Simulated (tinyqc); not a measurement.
Heat flow across a film from the phonon Boltzmann equation in the relaxation-time approximation: one step, computed by the program tinyqc.

Two black walls, hot at x = 0 and cold at x = L, emit phonons isotropically. For one free path Lambda, with tau = x/Lambda, tau_L = L/Lambda and phi = (T - T_cold)/Delta T, energy balance gives phi(tau) = (1/2) [E2(tau) + int_0^tau_L phi(s) E1(|tau - s|) ds]; E_n are the exponential integrals. The flux over the ballistic flux C v Delta T/4 is psi = 1 - 2 int_0^tau_L phi(s) E2(s) ds, and kappa_eff/kappa = (3/4) tau_L psi. kappa = C v Lambda/3 is an input, so at fixed kappa a longer free path means a smaller C v.

Question. Temperature profile and flux in the small system. Cut the film into n equal cells with constant phi, collocated at the centres c_i: the kernel integrates to A_ij = |E2(|c_i - e_j|) - E2(|c_i - e_(j+1)|)|/2 for cell edges e_j, and A_ii = 1 - E2(half a cell); solve (1 - A) phi = E2(c)/2; psi = 1 - 2 sum_j phi_j [E3(e_j) - E3(e_(j+1))]. In short, (1 - A) phi = b and psi = 1 - 2 sum_j w_j phi_j, with b the right-hand side and w_j the flux weights; the cells divide 0 to tau_L.

1 - A:
$$\begin{pmatrix}
0.7363034 & -0.1232160 & -0.0708156 & -0.0464586 & -0.0322601 & -0.0231539 \\
-0.1232160 & 0.7363034 & -0.1232160 & -0.0708156 & -0.0464586 & -0.0322601 \\
-0.0708156 & -0.1232160 & 0.7363034 & -0.1232160 & -0.0708156 & -0.0464586 \\
-0.0464586 & -0.0708156 & -0.1232160 & 0.7363034 & -0.1232160 & -0.0708156 \\
-0.0322601 & -0.0464586 & -0.0708156 & -0.1232160 & 0.7363034 & -0.1232160 \\
-0.0231539 & -0.0322601 & -0.0464586 & -0.0708156 & -0.1232160 & 0.7363034
\end{pmatrix}$$

right-hand side E2(c)/2: [0.3681517, 0.2449357, 0.1741202, 0.1276616, 0.09540145, 0.07224758]

optical thickness tau_L = 1.111111

flux weights E3(e_j) - E3(e_(j+1)): [0.1394116, 0.09144940, 0.06485098, 0.04749641, 0.03547224, 0.02685238]

Give: phi at the cell centres; psi, small system.

Answer.

phi at the cell centres: [0.7108, 0.6227, 0.5405, 0.4595, 0.3773, 0.2892]

psi, small system = 0.5319
